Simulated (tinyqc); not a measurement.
# Double-gate transistor below threshold, two-dimensional Poisson equation on a small mesh: effects of single changes

Half of a symmetric double-gate structure: row 0 is the mid-plane of the body, where the normal field vanishes. Mobile charge is neglected (subthreshold), the body is fully depleted, and potentials are counted from the intrinsic level; rows run upward to the gate, columns from source to drain.

Values chosen for this exercise; semiconductor permittivity close to that of germanium: temperature T = 300 K; relative permittivity of the semiconductor eps_r = 15.8; relative permittivity of the insulator eox = 7.5; half the body thickness tb = 8 nm; insulator thickness tox = 3.4 nm; channel length L = 36 nm; acceptor density of the depleted body Na = 1.9e18 cm^-3; potential of the source Vbi = 0.6 V; gate offset Vfb = -0.02 V; gate voltage Vg = 0 V; drain voltage Vd = 0.7 V.

Constants: q = 1.602176634e-19 C, kB = 1.380649e-23 J/K, Vt = kB T/q, eps0 = 8.8541878128e-14 F/cm where lengths are in cm. Results are converted to the units shown.

Each table varies one quantity; the others keep the values above.

## Effect of the channel length

Mesh: rows i = 0..12 in the semiconductor (step hs = tb/12, row 12 on the interface), then 8 step(s) ho = tox/8 up to the gate row 20; columns j = 0..80 (step hy = L/80). Box integration, divided by eps0: up_i = eps hy/h of the interval above row i, dn_i = that of the interval below (0 for row 0), lat_i = (sum of eps h/2 over the intervals above and below)/hy, s_i = -q Na w_i hy/eps0 with w_i the semiconductor height of the box (hs/2 for row 0 and the interface row, hs between, 0 in the insulator). Each free node obeys (up + dn + 2 lat) psi = up psi(above) + dn psi(below) + lat [psi(left) + psi(right)] + s. Fixed values: gate row Vg - Vfb; column 0 at Vbi and the last column at Vbi + Vd in the semiconductor, each running linearly to Vg - Vfb across the insulator. The system is solved directly. On row 0 the minimum of psi and its place come from a parabola through the three lowest nodes; barrier = Vbi - minimum, swing = Vt ln 10/(d psi/dVg), DIBL = (d psi/dVd)/(d psi/dVg) there. Lambda = pi/k with k the smallest positive root of tan(k tox) tan(k tb) = eox/eps_r.

Effect of the channel length:

| L (nm) | L/Lambda | barrier (V) | place y/L | swing (mV/decade) | DIBL (mV/V) |
|---|---|---|---|---|---|
| 26 | 0.9103 | 0.2459 | 0.3650 | 132.5 | 362.3 |
| 31 | 1.085 | 0.3597 | 0.3947 | 103.7 | 235.0 |
| 38 | 1.330 | 0.4855 | 0.4182 | 84.30 | 137.5 |
| 46 | 1.611 | 0.5861 | 0.4339 | 73.55 | 79.34 |
| 56 | 1.961 | 0.6651 | 0.4463 | 66.91 | 42.16 |
| 68 | 2.381 | 0.7177 | 0.4559 | 63.14 | 20.66 |
| 82 | 2.871 | 0.7481 | 0.4635 | 61.15 | 9.286 |
| 100 | 3.501 | 0.7645 | 0.4700 | 60.12 | 3.400 |

What does the table show?

As L goes from 26 to 100 nm, the barrier rises from 0.246 to 0.765 V, the swing falls from 133 to 60.1 mV a decade and DIBL falls from 362 to 3.40 mV/V; the ideal swing is 59.5. L/Lambda goes from 0.91 to 3.5. Between the last two rows DIBL decays with a length of 17.9 nm; 2 Lambda/pi is 18.2 nm.

## Choice of the relaxation factor

Mesh: rows i = 0..3 in the semiconductor (step hs = tb/3, row 3 on the interface), then 2 step(s) ho = tox/2 up to the gate row 5; columns j = 0..6 (step hy = L/6). Sweeps go row by row from row 0, left to right, psi(new) = psi + omega (t - psi) with t the value that solves the node equation for the newest neighbours; free nodes start at zero; stop when the largest change is below 1e-7 V.

Choice of the relaxation factor:

| omega | sweeps |
|---|---|
| 1 | 117 |
| 1.1 | 96 |
| 1.2 | 78 |
| 1.3 | 63 |
| 1.4 | 48 |
| 1.5 | 31 |
| 1.6 | 34 |
| 1.7 | 45 |
| 1.8 | 73 |
| 1.9 | 149 |

Gauss-Seidel (omega = 1) takes 117 sweeps; the fewest, 31, are at omega = 1.5, and omega = 1.9 takes 149. The Jacobi matrix of this mesh has spectral radius rho = 0.9447, so theory puts the best factor at 2/(1 + sqrt(1 - rho^2)) = 1.51.

## Effect of half the body thickness

Same model as above.

Results:

| tb (nm) | L/Lambda | barrier (V) | place y/L | swing (mV/decade) | DIBL (mV/V) |
|---|---|---|---|---|---|
| 3.2 | 2.095 | 0.5675 | 0.4434 | 65.08 | 29.98 |
| 5.6 | 1.558 | 0.5149 | 0.4271 | 74.71 | 83.22 |
| 7.4 | 1.322 | 0.4690 | 0.4163 | 84.61 | 138.1 |
| 9.7 | 1.115 | 0.4105 | 0.4029 | 101.0 | 227.5 |
| 13 | 0.9165 | 0.3353 | 0.3837 | 133.3 | 398.8 |

Estimate the missing row, tb = 4.2 nm.

Computed row:

| tb (nm) | L/Lambda | barrier (V) | place y/L | swing (mV/decade) | DIBL (mV/V) |
|---|---|---|---|---|---|
| 4.2 | 1.824 | 0.5478 | 0.4362 | 68.59 | 49.36 |

With this row back in the table: As tb goes from 3.2 to 13 nm, the barrier falls from 0.568 to 0.335 V, the swing rises from 65.1 to 133 mV a decade and DIBL rises from 30.0 to 399 mV/V; the ideal swing is 59.5. L/Lambda goes from 2.1 to 0.92.

Numbers from tinyqc (`OMP_NUM_THREADS=1 python tinyqc.py 2480061 2480062 out.jsonl`; about 0.1 s on one thread of a shared Intel Xeon 2.30GHz).
